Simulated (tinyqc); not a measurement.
How many bands a k.p model needs: band 5 from Gamma to X: k.p theory built from an empirical-pseudopotential calculation at Gamma.

Empirical pseudopotential on the fcc lattice, atoms at +/- tau, tau = a (1,1,1)/8, no spin-orbit coupling. H(G,G') = c (2 pi/a)^2 |k + G|^2 delta + VS(q) cos(q.tau) + i VA(q) sin(q.tau), q = G - G', c = hbar^2/2m0; k and G in units of 2 pi/a; VS at |q|^2 = 3, 8, 11 and VA at 3, 4, 11, in rydberg, zero elsewhere. The basis is fixed: all 113 G with |G|^2 up to Gcut. Energies are counted from the fourth level at Gamma.

k.p in the lowest n states at Gamma: H_nm = (E_n + c k^2) delta + 2 c k.<n|G|m>, k in 1/angstrom; with all states of the basis it is exact.

Constants: hbar^2/2m0 = 3.80998211 eV angstrom^2; Ry = 13.60569312 eV.

Parameters, chosen for this exercise (near those of GaP; not measured data): a = 5.454 angstrom (lattice constant); VS = (-0.226, 0.031, 0.072) Ry (symmetric form factors); VA = (0.117, 0.071, 0.021) Ry (antisymmetric form factors); Gcut = 20 (2 pi/a)^2 (largest |G|^2 of the fixed basis).

Band 5 (counted from below) at k = f (1, 0, 0) 2 pi/a; n ends on whole multiplets.

Energies (eV):

| f | n = 8 | n = 15 | n = 27 | n = 113 (exact) |
|---|---|---|---|---|
| 0.000 | 2.774 | 2.774 | 2.774 | 2.774 |
| 0.125 | 3.304 | 3.278 | 3.276 | 3.276 |
| 0.250 | 4.481 | 4.108 | 4.103 | 4.101 |
| 0.375 | 5.764 | 3.826 | 3.809 | 3.802 |
| 0.500 | 6.489 | 3.328 | 3.295 | 3.282 |
| 0.625 | 7.248 | 2.924 | 2.870 | 2.849 |
| 0.750 | 8.156 | 2.656 | 2.573 | 2.542 |
| 0.875 | 9.226 | 2.543 | 2.415 | 2.374 |
| 1.000 | 10.457 | 2.565 | 2.388 | 2.327 |

With n = 8 the band stays within 0.05 eV of the exact one up to f = 0.125 (error at X: +8.130 eV). With n = 15 the band stays within 0.05 eV of the exact one up to f = 0.500 (error at X: +0.237 eV). With n = 27 the band stays within 0.05 eV of the exact one up to f = 0.875 (error at X: +0.061 eV). A smaller basis can only raise a level. The exact band has its minimum on these points at f = 1.000; n = 8 puts it at f = 0.000.

Program tinyqc; command `OMP_NUM_THREADS=1 python tinyqc.py 1051319 1051320 out.jsonl`; about 0.7 s on one thread of a shared Intel(R) Xeon(R) Processor @ 2.30GHz.
